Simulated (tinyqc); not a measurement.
# Out-diffusion of a doped substrate or buried layer into a growing epitaxial film, step by step

A worked calculation. Computed by tinyqc, a small Python program that keeps every step. Command: `OMP_NUM_THREADS=1 python tinyqc.py 3017999 3018000 out.jsonl buried walk`. One thread of a shared host (Intel(R) Xeon(R) Processor @ 2.30GHz), about 0.01 s of CPU time with the checks. Intermediate numbers are printed to about 5 digits and carried at full precision; extremes and crossings named in words are read from the listed rows.

x is counted from the original substrate surface into the film, whose surface moves as x = v t. Substrate dopant has one diffusivity; the dopant of the film is taken as uniform.

Inputs (values chosen for the exercise, modelled on antimony in silicon):
```
quantity                                            value    unit
prefactor D0                                         3.95  cm^2/s
activation energy E                                  3.86      eV
substrate concentration C_s                       4.8e+18  1/cm^3
film doping C_e                                   9.5e+15  1/cm^3
growth rate v                                        0.08  um/min
film thickness d                                      6.1      um
growth temperature T                                 1025       C
autodoping level at the start, as a share of C_s   0.0003       -
decay length of autodoping                            0.4      um
later thermal budget (Dt)2                        5.2e-10    cm^2
```

Film doping: opposite type.

Constants: k_B = 8.617333262e-05 eV/K.

## Scales

D = D0 exp(-E/(k_B T)); growth time t = d/v; l = 2 sqrt(D t); growth number G = v t/l = d/l; 1 um = 1e-4 cm. Temperatures in kelvin are T(C) + 273.15.

diffusivity D = 4.0833e-15 cm^2/s

growth time t = 76.25 min

length l = 0.086443 um

growth number G = 70.567

The surface outruns diffusion, so the film acts as an infinite medium.

## Moving boundary against the simple erfc

For a surface that grows from dopant-free material and loses none by evaporation, with u = x/l and s = G - u: C/C_s = (1/2) [erfc(u) + (1 + 4 G (G + s)) exp(4 G s) erfc(G + s) - (4G/sqrt(pi)) exp(-u^2)]; for large G it tends to (1/2) erfc(u). Early in the growth G = sqrt(v x_s/(4 D)) for the thickness x_s reached so far; rows give C at the interface (u = 0) and at the surface (u = G).

The first stage of growth:
```
G     C/C_s at the interface  C at the surface (1/cm^3)  simple erfc there (1/cm^3)   ratio  thickness x_s (nm)
0.10                 0.82403                 3.8091e+18                  2.1301e+18  1.7883          1.2250e-02
0.25                 0.67967                 2.6358e+18                  1.7368e+18  1.5176          7.6561e-02
0.50                 0.57719                 1.3433e+18                  1.1508e+18  1.1673          3.0624e-01
0.75                 0.53808                 6.3166e+17                  6.9323e+17  0.9112          6.8905e-01
1.00                 0.52090                 2.7259e+17                  3.7752e+17  0.7221          1.2250e+00
1.50                 0.50794                 3.8526e+16                  8.1348e+16  0.4736          2.7562e+00
2.00                 0.50373                 3.6751e+15                  1.1227e+16  0.3274          4.8999e+00
2.50                 0.50202                 2.3108e+14                  9.7668e+14  0.2366          7.6561e+00
3.00                 0.50121                 9.4094e+12                  5.3017e+13  0.1775          1.1025e+01
```

At the interface the value falls from 0.824 towards 1/2 as G grows; among these rows it is within 1 % of 1/2 from G = 2 on. At the surface the ratio to the simple erfc goes from 1.788 to 0.177: a fixed wall would double the value, while fresh undoped material dilutes a fast-moving surface. The surface value drops below C_e = 9.5e15 by the row at 4.90 nm; the finished film has G = 70.6. Caution: rows with a thickness or a length l = x_s/G below about 1 nm are formal for a continuum model.

## Transition width

After growth and the later budget: l2 = 2 sqrt(D t + (Dt)2); C(x) = (C_s/2) erfc(x/l2) + share x C_s exp(-x/decay length) for x > 0 (autodoping taken as unchanged by the later budget). The transition x_t solves C(x) = C_e, the metallurgical junction. Usable film = d - x_t. Also give x_t for the erfc term alone, after growth and after the later budget.

length l2 = 0.46419 um

x_t after growth, erfc alone = 0.17613 um

x_t after the later budget, erfc alone = 0.94579 um

x_t with autodoping = 0.94727 um

usable film = 5.1527 um

Solid-state diffusion sets the transition. The later budget is 28 times that of the growth.

## Profile in the film

Positions are 0.05, 0.2, 0.4, 0.6, 0.8, 1, 1.25 and 1.5 of x_t with autodoping (any beyond the film thickness are formal); net doping = |C - C_e|.

Concentrations (1/cm^3):
```
x/x_t  x (um)   diffusion  autodoping  net doping
0.05   0.0474  2.1246e+18  1.2792e+15  2.1164e+18
0.20   0.1895  1.3531e+18  8.9674e+14  1.3445e+18
0.40   0.3789  5.9602e+17  5.5843e+14  5.8708e+17
0.60   0.5684  2.0004e+17  3.4776e+14  1.9088e+17
0.80   0.7578  5.0295e+16  2.1656e+14  4.1011e+16
1.00   0.9473  9.3651e+15  1.3486e+14           0
1.25   1.1841  7.4211e+14  7.4604e+13  8.6833e+15
1.50   1.4209  3.5957e+13  4.1271e+13  9.4228e+15
```

Checks made by the program: conservation of dopant by the moving-boundary solution (relative difference below 1e-10).
